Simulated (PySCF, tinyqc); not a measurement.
Worked calculation: MP2 on RHF in the sto-6g basis, for H3-, spin multiplicity 1. The basis has no diffuse functions, so it cannot describe the extra electron: this is an exercise in the method, not the real anion. The lowest restricted solution is unstable here: a spin-polarised one lies 0.0038 hartree lower (PySCF). One step of it, computed by the program tinyqc.

Question. Second-order Moller-Plesset energy. E2 = sum_ijab (ia|jb) [2 (ia|jb) - (ib|ja)] / (e_i + e_j - e_a - e_b) over occupied i, j and virtual a, b; the opposite-spin part is (ia|jb)^2 / denominator, the rest is same-spin, and SCS-MP2 scales them by 6/5 and 1/3.

orbital energies (hartree): MO1 -0.156926, MO2 0.414573, MO3 0.991750

Two-electron integrals over orbitals (pq|rs), unique and non-zero (hartree):
```
(11|11) 0.588278    (21|11) -0.000068   (21|21) 0.135226    (22|11) 0.536714
(22|21) 0.000100    (22|22) 0.617497    (31|11) 0.048337    (31|21) 0.000032
(31|22) -0.075642   (31|31) 0.146617    (32|11) 0.000049    (32|21) -0.111260
(32|22) -0.000081   (32|31) -0.000052   (32|32) 0.108598    (33|11) 0.584497
(33|21) -0.000078   (33|22) 0.517979    (33|31) 0.086373    (33|32) 0.000057
(33|33) 0.624883
```

Hartree-Fock energy = -1.02821930 hartree

Give: Terms; Pair energies; MP2 correlation energy; SCS-MP2 correlation energy; MP2 total energy.

Answer.

Terms:
```
i  j  a  b    (ia|jb)    (ib|ja)  denominator       term
2  2  3  3     0.1086     0.1086      -1.1544    -0.0102
1  1  3  3     0.1466     0.1466      -2.2974    -0.0094
2  1  3  3  -5.19e-05  -5.19e-05      -1.7259  -1.56e-09
1  2  3  3  -5.19e-05  -5.19e-05      -1.7259  -1.56e-09
```

Pair energies (hartree; pair i-j sums ij and ji):
```
pair  opposite spin  same spin
1-1         -0.0094     0.0000
2-1       -3.12e-09     0.0000
2-2         -0.0102     0.0000
```

MP2 correlation energy = -0.019574 hartree

SCS-MP2 correlation energy = -0.023489 hartree

MP2 total energy = -1.047793 hartree
